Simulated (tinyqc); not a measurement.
Six-band k.p model of the valence band of a wurtzite crystal, step by step. Values are carried at full precision from step to step, so a last printed digit may differ when a step is redone from the rounded ones.

At k = 0: E1 = D1c + D2c + Te + Le (pure HH); E2, E3 = Le + u +/- sqrt(u^2 + 2 D3c^2), u = (D1c - D2c + Te)/2, D1c = Dcr, D2c = D3c = Dso/3. The weight of LH in state 2 is fL = (E2 - Le)^2/((E2 - Le)^2 + 2 D3c^2). Relative strengths of transitions to the conduction band: for E perpendicular to c (TE) 1/2, fL/2, (1 - fL)/2; for E along c (TM) 0, 1 - fL, fL, with one momentum element for both directions.

Constants: hc = 1239.841984 eV nm; hbar^2/2m0 = 3.80998211 eV angstrom^2.

Inputs chosen for the exercise (of the order of those of hexagonal CdSe; the results hold for these values, not for the real material):
```
symbol  value    unit        meaning
Dcr     0.0348   eV          crystal-field splitting
Dso     0.4276   eV          spin-orbit splitting
e_par   -0.0025              exx = eyy of a c-plane layer
D1      -0.96    eV
D2      1.01     eV
D3      3.98     eV
D4      -2.27    eV
C13     40       GPa
C33     84       GPa
Eg      1.86     eV          direct gap at Gamma from the top of the unstrained valence band
a1      -0.72    eV          gap potential along c
a2      -3.59    eV          gap potential in the plane
A1      -4.87
A2      -0.42
A3      4.27
A4      -1.23
A5      -1.23
A6      -0.46
kt      0.05     1/angstrom  in-plane wave vector
kz      0.03     1/angstrom  wave vector along c
kmax    0.1      1/angstrom  end of the path
```

## Edges without strain

Set Le = Te = 0.

E1, E2, E3 without strain (eV): 0.1773  0.1548  -0.2625

fL = 0.3709

edges from the top (eV): 0.0000  -0.0226  -0.4398

The top is state 1 (HH), TE light alone.

## Strain terms

Strain of a c-plane layer: exx = eyy = e_par, ezz = -2 (C13/C33) e_par; Le = D1 ezz + D2 (exx + eyy), Te = D3 ezz + D4 (exx + eyy).

Form ezz, Le and Te.

ezz = 0.002381
Le (strain shift of all three valence states) = -0.00734 eV
Te (further shift of HH and LH) = 0.02083 eV

## Edges and polarisation under strain

Use Le and Te.

E1, E2, E3 under strain (eV): 0.1908  0.1554  -0.2570

fL = 0.3946

Relative strengths:
```
state     TE     TM
1      0.500  0.000
2      0.197  0.605
3      0.303  0.395
```

The top is state 1 (HH), TE light alone; the next state lies 35.4 meV lower.

## Transition energies

Conduction edge: Ec = (top of the unstrained valence band) + Eg + (a1 + D1) ezz + (a2 + D2)(exx + eyy).

Ec minus each strained valence edge (state 1 is HH, states 2 and 3 are mixtures of LH and CH); wavelength hc/E of the lowest.

Ec = 2.0462 eV

transitions to states 1, 2, 3 (eV): 1.8554  1.8908  2.3032

wavelength = 668.2 nm

Strain moves the lowest transition by -5 meV. The deformation potentials of this set are rough, and this small net shift can differ from measurement even in sign.

## The block at one k

Block form of the six-band Hamiltonian (electron energies, z along c, kt the in-plane wave vector, c0 = hbar^2/2m0): H = [[F, K, -iW], [K, G, D - iW], [iW, D + iW, L]] in the basis HH, LH, CH; the other block is its conjugate and has the same levels. F = D1c + D2c + L + T, G = D1c - D2c + L + T, D = sqrt(2) D3c, with D1c = Dcr, D2c = D3c = Dso/3; L = c0 (A1 kz^2 + A2 kt^2) + Le, T = c0 (A3 kz^2 + A4 kt^2) + Te, K = c0 A5 kt^2, W = c0 A6 kt kz. The zero of energy is the CH state without spin-orbit coupling and strain; the term linear in k is left out.

Fill in the matrix.

H(k) (eV):
```
          HH              LH              CH
HH    0.1731         -0.0117         0.0026i
LH   -0.0117         -0.1120  0.2016+0.0026i
CH  -0.0026i  0.2016-0.0026i         -0.0280
```

## Levels and weights

H is one of the two 3 x 3 blocks into which the six-band matrix falls, in the basis HH, LH, CH of the unmixed zone-centre states. Diagonalise it.

levels from the top (eV): 0.1747  0.1344  -0.2761

weights:
```
      top  second  third
HH  0.962   0.037  0.000
LH  0.018   0.379  0.602
CH  0.019   0.583  0.398
```

## Bands in the plane and along c

Six points from 0 to kmax each way.

Levels (eV):
```
|k| (1/angstrom)  top, in plane  second    third  top, along c  second, along c  third, along c
0.000                    0.1908  0.1554  -0.2570        0.1908           0.1554         -0.2570
0.020                    0.1884  0.1540  -0.2588        0.1899           0.1506         -0.2605
0.040                    0.1815  0.1492  -0.2642        0.1872           0.1364         -0.2713
0.060                    0.1723  0.1395  -0.2735        0.1826           0.1138         -0.2904
0.080                    0.1630  0.1228  -0.2872        0.1762           0.0843         -0.3192
0.100                    0.1544  0.0990  -0.3059        0.1680           0.0501         -0.3601
```

Along c the HH state has the mass -1/(A1 + A3) = 1.67 and the CH state -1/A1 = 0.205; in the plane, far from the edge, the masses tend to -1/(A2 + A4 - A5) = 2.38, -1/(A2 + A4 + A5) = 0.347 and -1/A2 = 2.38.

## Checks

- Closed-form edges against the diagonalisation at k = 0: they agree to 1e-10 or better.

Run: tinyqc, `OMP_NUM_THREADS=1 python tinyqc.py 1051526 1051527 out.jsonl`; Intel(R) Xeon(R) Processor @ 2.30GHz, one thread, shared host; about 0.01 s of CPU time with all checks.
